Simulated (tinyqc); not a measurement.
# Hydrogenic impurity: series, fields, screening, photoionisation and donor-acceptor pairs, step by step

A worked calculation. Computed by tinyqc, a small Python program that keeps every step. Command: `OMP_NUM_THREADS=1 python tinyqc.py 3001849 3001850 out.jsonl hydrogenic walk`. One thread of a shared host (Intel(R) Xeon(R) Processor @ 2.30GHz), about 0.01 s of CPU time with the checks. Intermediate numbers are printed to about 6 digits and carried at full precision; extremes and crossings named in words are read from the listed rows.

One isotropic, parabolic band. Effective units: Ry* and a*, in which H = -nabla^2 - 2/r.

Inputs (values chosen for the exercise, modelled on beta-Ga2O3):
```
quantity                             value   unit
electron mass m                      0.289    m_0
dielectric constant eps                 10      -
donor density N                    3.9e+18  cm^-3
magnetic field B                        14      T
depth of a short-range centre E_i      542    meV
```

Parts treated: magnetic field and photoionisation.

Constants: Ry = 13.605693123 eV; a_0 = 0.529177210903 angstrom; h x 1 THz = 4.135667696 meV; mu_B = 5.7883818060e-05 eV/T.

## Effective units and the series

Ry* = Ry m/eps^2, a* = a_0 eps/m; level n is bound by Ry*/n^2; <r> = (3/2) a* in 1s; lines 1s -> np at Ry* (1 - 1/n^2); 1 THz = 4.135667696 meV.

Ry* = 39.3205 meV

a* = 18.3106 angstrom

<r> of 1s = 27.4659 angstrom

Series:
```
n  binding (meV)  line from 1s (meV)  line (THz)
2        9.83011             29.4903     7.13073
3        4.36894             34.9515     8.45124
4        2.45753             36.8629     8.91342
5        1.57282             37.7476     9.12734
```

## Overlap of donors

Wigner-Seitz radius r_s = (3/(4 pi N))^(1/3); Mott criterion N_c^(1/3) a* = 0.26; overlap of two 1s orbitals at distance d: S = exp(-x)(1 + x + x^2/3), x = d/a*, with d = N^(-1/3).

r_s = 39.4108 angstrom

Mott density = 2.86293e+18 cm^-3

N over the Mott density = 1.36224

overlap S = 0.264055

The sample is on the metallic side of the criterion: isolated levels no longer exist. Caution: N lies above the Mott density, where the levels of isolated donors have no meaning.

## Donor in a magnetic field

gamma = hbar omega_c/(2 Ry*) = mu_B B/(m Ry*). For m_z = 0, H = -nabla^2 - 2/r + gamma^2 rho^2/4, and the band edge moves to gamma Ry*. Basis: exp(-al rho^2 - be z^2), al_k = 0.02 x 2.4^k + gamma/4 x c with k = 0..11, be_k = 0.02 x 2.4^k and c = 0, 0.5, 1 (36 functions). With A = al_i + al_j, B = be_i + be_j (not the field) and the common factor pi^(3/2) dropped: S = 1/(A sqrt(B)), kinetic S (4 al_i al_j/A + 2 be_i be_j/B), <rho^2> = S/A, <1/r> = (2/sqrt(pi)) atanh(u)/(A u), u = sqrt(1 - B/A), which is (2/sqrt(pi))/A when A = B; overlap eigenvalues below 1e-11 are dropped. Binding = (gamma - E) Ry*; the spin term shifts level and edge alike.

gamma = 0.0713130

hbar omega_c = 5.60812 meV

magnetic length a*/sqrt(gamma) = 68.5676 angstrom

ground level = -39.2207 meV

binding energy in the field = 42.0248 meV

The field squeezes the orbit and raises the binding by a factor 1.069.

## Weak-field and exact binding

Perturbation theory: E = -1 + gamma^2/2 - (53/96) gamma^4 Ry*.

Ground level (Ry*):
```
gamma     B (T)      basis  second order  fourth order  binding
0.0071    1.394  -0.999967     -0.999975      -0.99997  1.00707
0.0180    3.534  -0.999830     -0.999838      -0.99984  1.01783
0.0360    7.067  -0.999346     -0.999352      -0.99935  1.03535
0.0710   13.939  -0.997486     -0.997479      -0.99749  1.06849
0.1400   27.484  -0.990389     -0.990200      -0.99041  1.13039
0.2900   56.932  -0.960930     -0.957950      -0.96185  1.25093
0.3000   58.895  -0.958366     -0.955000      -0.95947  1.25837
0.5000   98.159  -0.894413     -0.875000      -0.90951  1.39441
0.7000  137.422  -0.811440     -0.755000      -0.88756  1.51144
1.0000  196.318  -0.662328     -0.500000      -1.05208  1.66233
```

Second order stays within 1 % of the basis value up to gamma = 0.30 of those listed and fourth order up to 0.30; beyond, the truncated (asymptotic) series fails, while the binding keeps growing slowly, to 1.66 Ry* at gamma = 1.0. Rows above about 100 T are beyond laboratory magnets, and there polaron and band-shape effects enter.

## Photoionisation line shapes

With x = h nu/E above threshold, normalised to their maxima: hydrogenic 1s: x^-4 exp(4 - 4 atan(k)/k)/(1 - exp(-2 pi/k)), k = sqrt(x - 1), which is 1 at threshold; delta-function centre (Lucovsky): 8 (x - 1)^(3/2)/x^3, which is 1 at x = 2. Energies use E = Ry* and E = E_i; band-to-band absorption, which hides both above the gap, is left out.

Relative cross-sections:
```
x     h nu, hydrogenic (meV)   hydrogenic  h nu, short-range centre (meV)  Lucovsky
1.05                  41.286  8.77722e-01                           569.1   0.07726
1.20                  47.185  6.12223e-01                           650.4   0.41409
1.50                  58.981  3.31741e-01                           813.0   0.83805
2                     78.641  1.47738e-01                          1084.0   1.00000
2.50                  98.301  7.78364e-02                          1355.0   0.94060
3.50                 137.622  2.90356e-02                          1897.0   0.73756
5                    196.602  9.97300e-03                          2710.0   0.51200
8                    314.564  2.36116e-03                          4336.0   0.28938
```

The Coulomb tail makes the hydrogenic cross-section largest at threshold, 39.32 meV; the short-range (neutral) centre starts from zero and peaks at twice its depth, 1084.0 meV.

Checks made by the program: weak-field limit -1 + gamma^2/2 (relative difference 8e-06).
